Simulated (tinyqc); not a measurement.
# From one set of inputs to another, one input at a time

Model: stress in a transistor channel from embedded alloy regions, liners and fins, by half-space elasticity. Computed by tinyqc, a small Python program. Command: `OMP_NUM_THREADS=1 python tinyqc.py 3027073 3027074 out.jsonl stressor ladder`. One thread of a shared host (Intel(R) Xeon(R) Processor @ 2.30GHz), about 0.05 s of CPU time with the checks.

Plane strain in an isotropic half-space, the same constants everywhere; x along the channel from its centre, y downwards from the free surface; stress is positive in tension.

The inputs printed are set A. Inputs not listed in the table keep their values of set A, so the rows need not describe a real material.

Inputs (values chosen for the exercise, modelled on silicon):

| quantity | value | unit |
|---|---|---|
| alloy fraction x | 0.4 | - |
| lattice change per unit x, beta | 0.0415 | - |
| Young's modulus E | 161 | GPa |
| Poisson ratio nu | 0.24 | - |
| channel length L | 98 | nm |
| length of each stressor S | 145 | nm |
| recess depth d | 20 | nm |
| depth of the field point y | 4.4 | nm |
| liner stress | -1 | GPa |
| liner thickness t | 20 | nm |
| length of a cut fin or stripe | 760 | nm |
| height of the strained layer h | 12 | nm |

Stressor: Si(1-x)Ge(x) source and drain.

Method:
- Misfit e = beta x. A fully constrained inclusion holds the stress -p with p = E e/(1 - 2 nu); a blanket film would hold -E e/(1 - nu) in the plane.
- A line element dA of misfit at (a, c) in the half-space gives, with C = E e/(2 pi (1 - nu)), X = x - a, r1^2 = X^2 + (y - c)^2, r2^2 = X^2 + Y^2, Y = y + c: s_xx = -C dA {[X^2 - (y - c)^2]/r1^4 + 3 [X^2 - Y^2]/r2^4 + 4 y Y (Y^2 - 3 X^2)/r2^6}, s_yy = C dA {[X^2 - (y - c)^2]/r1^4 - [X^2 - Y^2]/r2^4 + 4 y Y (Y^2 - 3 X^2)/r2^6}. These are integrated over two rectangles, L/2 < |a| < L/2 + S, 0 < c < d (closed form in a, 200 Gauss-Legendre points in c).
- The liner over source and drain ends at the gate, x = -/+ L/2, and pulls there with the force per width F = (liner stress) t along the surface. A tangential line force gives s_xx = (2 F/pi) X^3/(X^2 + y^2)^2 at the distance X; two of them add at the centre, X = L/2. For L > 3.5 y the concentrated force is an upper bound.
- Shear-lag estimate for a stripe of length l and height h on a like substrate: the stress along it is s(x)/s_film = 1 - cosh(x/lam)/cosh(l/(2 lam)), lam = (pi/2) g h with g = 1.258; mean = 1 - (2 lam/l) tanh(l/(2 lam)).

Each row keeps all changes above it:

| input moved | from | to | s_xx (MPa) | s_xx from the liner (MPa) | share kept on average |
|---|---|---|---|---|---|
| set A | - | - | -1199.2 | -511.4 | 0.93760 |
| depth of the field point y (nm) | 4.4 | 1.7 | -1250.3 | -518.4 | 0.93760 |
| length of each stressor S (nm) | 145 | 80 | -1022.7 | -518.4 | 0.93760 |
| height of the strained layer h (nm) | 12 | 32 | -1022.7 | -518.4 | 0.83360 |
| Poisson ratio nu | 0.24 | 0.26 | -1050.4 | -518.4 | 0.83360 |
| length of a cut fin or stripe (nm) | 760 | 240 | -1050.4 | -518.4 | 0.49621 |
| channel length L (nm) | 98 | 62 | -1735.1 | -816.5 | 0.49621 |
| liner stress (GPa) | -1 | -2.8 | -1735.1 | -2286.3 | 0.49621 |

Which inputs carry the difference?

s_xx goes from -1200 to -1740, -536 in all. The largest single move comes from channel length L (-685), and length of each stressor S works against it (+228). s_xx from the liner goes from -511 to -2290, -1.77e+03 in all. The largest single move comes from liner stress (-1.47e+03). Share kept on average goes from 0.938 to 0.496, a factor 0.529 in all. The largest single move comes from length of a cut fin or stripe (a factor 0.595). The single moves hold for this order of the switches; the total does not depend on the order.

Caution (rows channel length L, liner stress): the real force is spread over several liner thicknesses, so for a channel this short the concentrated force clearly overstates the stress.

Extremes, crossings and ranges named in words are read from the listed rows.
